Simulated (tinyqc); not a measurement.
Slater-Koster d bands of a bcc metal: one step. Second moment and the rectangular band. Two cases, with inputs chosen for the exercise.

Problem. mu2 = z (dds^2 + 2 ddp^2 + 2 ddd^2)/5 per orbital, with z = 8 + 6 f2^2. A rectangular band with the same mu2 has width W = sqrt(12 mu2), Fermi level W (Nd/10 - 1/2) and bond energy -W Nd (10 - Nd)/20 (Friedel).

Case 1.

Values chosen (of the size met in Nb; the results hold for these values, not for the real material): dds = -1.354 eV (dd sigma); ddp = 0.569 eV (dd pi); ddd = -0.23 eV (dd delta); Nd = 4 (d electrons per atom); f2 = 0.487 (factor on all three integrals for second neighbours).

Case 2.

Values chosen (of the size met in Ta; the results hold for these values, not for the real material): dds = -1.499 eV (dd sigma); ddp = 0.645 eV (dd pi); ddd = -0.135 eV (dd delta); Nd = 4 (d electrons per atom); f2 = 0.64 (factor on all three integrals for second neighbours).

Give: mu2; W; Fermi level; bond energy per atom.

Solution.

Case 1.

mu2 = 4.8748 eV^2
W = 7.6484 eV
Fermi level = -0.7648 eV
bond energy per atom = -9.1780 eV

Case 2.

mu2 = 6.5161 eV^2
W = 8.8427 eV
Fermi level = -0.8843 eV
bond energy per atom = -10.6113 eV

The bond energy is the attractive part alone; the repulsion between atoms, left out, cancels a large share of it in the cohesive energy.

Computed by tinyqc, one run a case: `OMP_NUM_THREADS=1 python tinyqc.py N N+1 out.jsonl` with N = 1482816, 1482853; one thread of a shared Intel(R) Xeon(R) Processor @ 2.30GHz, about 0.06 s a run at most.
